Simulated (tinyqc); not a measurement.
# A chain with a side-coupled site and dephasing by Buettiker voltage probes: what changes with what

Sites 1 to 4 form a chain with hopping -t, and site 5 hangs on site 2 by -ts. Lead L joins site 1 and lead R site 4, both semi-infinite chains with hopping -t and site energy 0. Every site carries a probe with self-energy -i Gamma_p/2 that draws no net current. Linear response at zero temperature: mu_L = 1, mu_R = 0 in units of the bias.

Inputs (values chosen for the exercise): hopping (matrix element -t) t = 2.3 eV; site energies 1 to N U = [0, 0, 0, 0, -1.8] eV; Fermi energy E = -0.4 eV; probe broadening Gamma_p gp = 0.3 eV; hopping from site 2 to the side site 5 ts = 1.82 eV.

Constants: q = 1.602176634e-19 C, h = 6.62607015e-34 J s. Results are converted to the units shown.

Each table varies one quantity; the others keep the values above.

## Coherent and dephased transmission against energy

Sigma = t^2 g(E), g(x) = (x - i sqrt(4 t^2 - x^2))/(2 t^2) for |x| < 2 t and (x - sign(x) sqrt(x^2 - 4 t^2))/(2 t^2) otherwise; Gamma = -2 Im Sigma; G = (E - H - Sigma_L - Sigma_R + i Gamma_p/2)^(-1). With Gamma the broadening by one lead, T_RL = Gamma^2 |G_(4,1)|^2, T_pL = Gamma Gamma_p |G_(p,1)|^2, T_pR = Gamma Gamma_p |G_(p,4)|^2, T_pq = Gamma_p^2 |G_(p,q)|^2 for p != q. No current into probe p: W mu = T_pL with W_pp = T_pL + T_pR + sum_q T_pq and W_pq = -T_pq. Then T_eff = T_RL + sum_p T_pR mu_p, and the resistance is (h/2q^2)/T_eff. Without probes means Gamma_p = 0.

Results:
```
E (eV)  T without probes    T_eff
-4.14            0.66738  0.59650
-3.45            0.69670  0.62101
-2.76            0.53216  0.49429
-2.07            0.10082  0.20657
-1.38            0.23640  0.28986
-0.69            0.69904  0.61477
0                0.86204  0.75787
0.69             0.92119  0.81050
1.38             0.94666  0.83071
2.07             0.95839  0.83677
2.76             0.96250  0.83310
4.14             0.92821  0.75210
```

Estimate the missing row, E = 3.45 eV.

Computed row:
```
E (eV)  T without probes    T_eff
3.45             0.95877  0.81572
```

With this row back in the table: Without probes T lies between 0.101 and 0.962 in these rows, with them between 0.207 and 0.837. The probes lower it in 11 rows and raise it in 2; the largest relative gain is at E = -2.07 eV, where the coherent value is 0.101.

## Effect of the dephasing strength

Same model as above.

Effect of the dephasing strength:
```
gp (eV)      T_RL  through probes   T_eff  resistance (kohm)
0.023      0.7687         0.01222  0.7809              16.53
0.052      0.7432         0.02710  0.7703              16.75
0.12       0.6871         0.05974  0.7469              17.28
0.27       0.5794          0.1216  0.7010              18.41
0.61       0.3995          0.2198  0.6192              20.84
1.4        0.1829          0.3136  0.4965              25.99
3.2       0.04223          0.3038  0.3460              37.30
7.2      0.003002          0.1835  0.1865              69.20
```

What does the comparison show?

Without probes the transmission is 0.790. T_eff falls from 0.781 to 0.187; the direct part falls from 0.769 to 0.00300 and the part through probes goes from 0.0122 through a maximum of 0.314 (at gp = 1.4 eV among the rows listed) to 0.184. At this energy dephasing lowers T_eff from the start: the probes give back less than the direct part loses.

tinyqc, about 0.01 s, one thread, Intel Xeon 2.30GHz (shared host): `OMP_NUM_THREADS=1 python tinyqc.py 2700014 2700015 out.jsonl`
